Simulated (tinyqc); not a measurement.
Hubbard chain of 4 sites, step by step. Computed by tinyqc, a small Python program that keeps every step. Settings: hopping = 0.85, U = 2.6, mixing = 1, iteration cap = 88. Command: `OMP_NUM_THREADS=1 python tinyqc.py 31841 31842 out.jsonl` (the two numbers bound the seeds that draw the settings). One thread of a shared host (Intel(R) Xeon(R) Processor @ 2.60GHz), about 0.3 s of CPU time with the checks. Later iterations appear only in the table of the cycle.

## Mean-field iteration 1

one-body matrix (hopping and site energies) (eV), order 1, 2, 3, 4:
```
[[0.00000, -0.85000, 0.00000, 0.00000],
 [-0.85000, 0.00000, -0.85000, 0.00000],
 [0.00000, -0.85000, 0.00000, -0.85000],
 [0.00000, 0.00000, -0.85000, 0.00000]]
```

U = 2.60000 eV

electrons, up and down: [2, 2]

mixing = 1

n(up) at the start (a guess, not normalised): [0.55000, 0.45000, 0.55000, 0.45000]

n(down) at the start (a guess): [0.45000, 0.55000, 0.45000, 0.55000]

H(up) = T + U n(down), H(down) = T + U n(up); fill the lowest levels; n(new) = n + mixing (n(out) - n); E = tr T (rho up + rho down) + U sum n_up n_down of the output.

levels, up (eV): [-0.08146, 0.75882, 1.84118, 2.68146]

levels, down (eV): [-0.08146, 0.75882, 1.84118, 2.68146]

energy = -1.23377 eV

n(up) after iteration 1: [0.59992, 0.43276, 0.56724, 0.40008]

n(down) after iteration 1: [0.40008, 0.56724, 0.43276, 0.59992]

## Mean-field iteration 2

As before.

levels, up (eV): [-0.09130, 0.72569, 1.87431, 2.69130]

levels, down (eV): [-0.09130, 0.72569, 1.87431, 2.69130]

energy = -1.28894 eV

n(up) after iteration 2: [0.66858, 0.39202, 0.60798, 0.33142]

n(down) after iteration 2: [0.33142, 0.60798, 0.39202, 0.66858]

## Mean-field iteration 3

As before.

levels, up (eV): [-0.11938, 0.64902, 1.95098, 2.71938]

levels, down (eV): [-0.11938, 0.64902, 1.95098, 2.71938]

energy = -1.38407 eV

n(up) after iteration 3: [0.75067, 0.33533, 0.66467, 0.24933]

n(down) after iteration 3: [0.24933, 0.66467, 0.33533, 0.75067]

## Convergence

Each step fills the lowest levels of T + U n(other spin) and sets n(new) = n + mixing (n(out) - n); stop when output and input agree to 1e-8.

Course of the cycle:
```
iteration      E (eV)  largest |n(out) - n(in)|  mean |n_up - n_down|
1          -1.2337714                  4.99e-02               0.16716
2          -1.2889388                  6.87e-02               0.27656
3          -1.3840720                  8.21e-02               0.41533
4          -1.4747918                  6.88e-02               0.54127
5          -1.5209396                  4.26e-02               0.62403
6          -1.5358878                  2.50e-02               0.66817
7          -1.5396277                  1.27e-02               0.68935
8          -1.5404428                  5.94e-03               0.69901
9          -1.5406085                  2.68e-03               0.70332
10         -1.5406411                  1.19e-03               0.70523
11         -1.5406474                  5.22e-04               0.70606
...               ...                       ...                   ...
15         -1.5406489                  1.92e-05               0.70669
16         -1.5406489                  8.42e-06               0.70670
17         -1.5406489                  3.68e-06               0.70671
18         -1.5406489                  1.61e-06               0.70671
19         -1.5406489                  7.06e-07               0.70671
20         -1.5406489                  3.09e-07               0.70671
21         -1.5406489                  1.35e-07               0.70671
22         -1.5406489                  5.91e-08               0.70671
23         -1.5406489                  2.59e-08               0.70671
24         -1.5406489                  1.13e-08               0.70671
25         -1.5406489                  4.96e-09               0.70671
```

local moments n_up - n_down: [0.78770, -0.62573, 0.62573, -0.78770]

Converged in 25 iterations. Before convergence this energy mixes input and output and is not variational, so it may rise towards its limit.

## Exact diagonalisation (36 states)

Lowest levels of the sector, and the double occupancy of the lowest state.

lowest levels (eV): [-1.97276, -1.42898, -0.88245, -0.63567, -0.29488, 0.00000]

double occupancy per site = 0.11180

The mean-field solution above lies 0.4321 eV above the exact energy.

## The lowest level by Lanczos steps

From a random start vector (not printed): a_j = <q_j|H|q_j>, b_j = norm of the remainder after orthogonalising; the Ritz value is the lowest eigenvalue of the tridiagonal matrix of a and b so far.

Lanczos:
```
j   a_j (eV)  b_j (eV)  lowest Ritz value (eV)
1    2.39019   3.02862               2.3901859
2    3.04585   2.28558              -0.3282929
3    2.14972   2.83427              -1.1401809
4    2.83875   2.07660              -1.7026056
5    2.66891   2.16440              -1.8730557
6    2.39797   1.72860              -1.9366769
7    2.31847   2.17601              -1.9536057
8    1.90524   2.48048              -1.9629884
9    3.73575   1.75042              -1.9699916
10   2.50539   1.93671              -1.9718218
```
